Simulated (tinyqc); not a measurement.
Three structures under pressure: Born-Mayer model of an ionic crystal AB. Computed by tinyqc, a small Python program. Command: `OMP_NUM_THREADS=1 python tinyqc.py 3020802 3020803 out.jsonl bornmayer walk`. One thread of a shared host (Intel(R) Xeon(R) Processor @ 2.30GHz), about 0.01 s of CPU time with the checks.

Energies are per ion pair and r is the nearest distance of unlike ions.

Inputs (values chosen for the exercise, for a model salt):

| quantity | value | unit |
|---|---|---|
| ionic charge z | 2 | - |
| unlike repulsion lambda | 801 | eV |
| range rho | 0.316 | angstrom |
| like repulsion lambda2 | 1580 | eV |
| dispersion C between like ions | 32 | eV angstrom^6 |

Structure: zinc blende. Short range: with like-ion terms.

Constants: e^2/(4 pi eps_0) = 14.39964548 eV angstrom; 1 eV/angstrom^3 = 160.2176634 GPa.

Method:
- Madelung constant M, unlike neighbours z1, like neighbours z2 at f r, volume per pair: rock salt 1.747565, 6, 12, sqrt2, 2 r^3; caesium chloride 1.762675, 8, 6, 2/sqrt3, 8 r^3/(3 sqrt3); zinc blende 1.638055, 4, 12, sqrt(8/3), 16 r^3/(3 sqrt3).
- U(r) = -M z^2 e^2/(4 pi eps_0 r) + z1 lambda exp(-r/rho) + z2 [lambda2 exp(-f r/rho) - C/(f r)^6] (one mean like-ion term for both sublattices).
- With the volume written as c r^3, under pressure take the root at the minimum of the enthalpy and solve U'(r) + 3 c r^2 P = 0; H = U + P V; B = (U'' - 2 U'/r)/(9 c r).

Enthalpy (eV per pair):

| P (GPa) | rock salt | caesium chloride | zinc blende |
|---|---|---|---|
| 0 | -40.718 | -38.157 | -41.265 |
| 2 | -40.475 | -37.917 | -40.986 |
| 5 | -40.114 | -37.561 | -40.573 |
| 10 | -39.522 | -36.977 | -39.898 |
| 20 | -38.368 | -35.838 | -38.592 |
| 40 | -36.164 | -33.665 | -36.121 |
| 70 | -33.058 | -30.603 | -32.680 |
| 100 | -30.137 | -27.723 | -29.474 |

volumes at zero pressure (angstrom^3): rock salt 19.560, caesium chloride 19.299, zinc blende 22.459

At zero pressure the order is zinc blende < rock salt < caesium chloride. Between 20 and 40 GPa the lowest enthalpy passes from zinc blende to rock salt. Pressure favours the denser structure, through P V. The Madelung constants, the number of repulsive contacts and the volumes (19.6, 19.3, 22.5 angstrom^3 at P = 0) all matter. Caution: rigid ions with fixed charges leave out polarisation and covalency, so such models often misplace transition pressures.

Extremes, crossings and ranges named in words are read from the listed rows.
